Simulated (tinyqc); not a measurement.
Nanowire ballistic transistor, top-of-the-barrier model: effect of the temperature.

At the top of the source barrier, states moving towards the drain are filled by the source (Fermi level 0) and states moving back by the drain (Fermi level -q Vd); nothing scatters. U is the shift of the band edge there, set by the capacitances CG, CD and CS (the total) and by the charge. Parabolic one-dimensional subbands; the source is grounded.

N0 = gv sqrt(2 m kB T/pi)/hbar, CG = 2 pi eps0 eox/ln(1 + 2 tox/d), CS = CG/aG, n0 = n at U = 0 and Vd = 0. eta1 = -(E0 + U)/Vt, eta2 = eta1 - Vd/Vt, n = (N0/2)[F_(-1/2)(eta1) + F_(-1/2)(eta2)], F_(-1/2)(x) = (1/sqrt(pi)) int_0^infinity u^(-1/2)/(1 + exp(u - x)) du. Each F is summed over the two subbands, F(eta) + F(eta - dE/Vt), which share the mass. U = UL + q (n - n0)/CS with UL = -(aG Vg + aD Vd), energies in eV. I = gv (2 q^2/h) Vt [ln(1 + exp eta1) - ln(1 + exp eta2)], summed over both subbands. CQ = (q/Vt) dn/d(eta1). E0 is held fixed.

Values chosen for this exercise; mass and valleys close to those of gallium nitride: effective mass m = 0.205 m0; valley degeneracy gv = 1; relative permittivity of the gate insulator eox = 7.5; insulator thickness tox = 5.2 nm; wire diameter d = 6 nm; offset of a second subband (0: none) dE = 0.29 eV; gate control CG/CS aG = 0.86; drain control CD/CS aD = 0.111; band edge at the barrier top above the source Fermi level at zero bias E0 = 0.3 eV; gate voltage Vg = 0.4 V; drain voltage Vd = 0.4 V.

Constants: q = 1.602176634e-19 C, kB = 1.380649e-23 J/K, hbar = 1.054571817e-34 J s, h = 6.62607015e-34 J s, m0 = 9.1093837015e-31 kg, Vt = kB T/q, eps0 = 8.8541878128e-14 F/cm where lengths are in cm. Results are converted to the units shown.

Results:
```
T (K),eta1,n (cm^-1),I (uA),mean velocity I/(q n) (cm/s),CQ/CS
50,9.228,1.465e6,3.081,1.313e7,0.6252
77,6.029,1.457e6,3.101,1.328e7,0.6408
180,2.675,1.413e6,3.295,1.456e7,0.6609
240,2.038,1.393e6,3.462,1.551e7,0.6287
300,1.645,1.381e6,3.649,1.649e7,0.5876
360,1.376,1.377e6,3.849,1.745e7,0.5472
420,1.178,1.379e6,4.059,1.837e7,0.5108
```

Estimate the missing row, T = 120 K.

Computed row:
```
T (K),eta1,n (cm^-1),I (uA),mean velocity I/(q n) (cm/s),CQ/CS
120,3.927,1.439e6,3.162,1.371e7,0.6641
```

With this row back in the table: As T goes from 50 to 420 K, n goes from 1.465e6 through a minimum of 1.377e6 (at T = 360 K among the rows listed) to 1.379e6 cm^-1, the mean velocity rises from 1.31e7 to 1.84e7 cm/s and the current rises from 3.08 to 4.06 uA. CQ/CS goes from 0.63 to 0.51.

Computed by the program tinyqc: `OMP_NUM_THREADS=1 python tinyqc.py 2400004 2400005 out.jsonl`, one thread of a shared Intel Xeon 2.30GHz, about 0.09 s for the whole run.
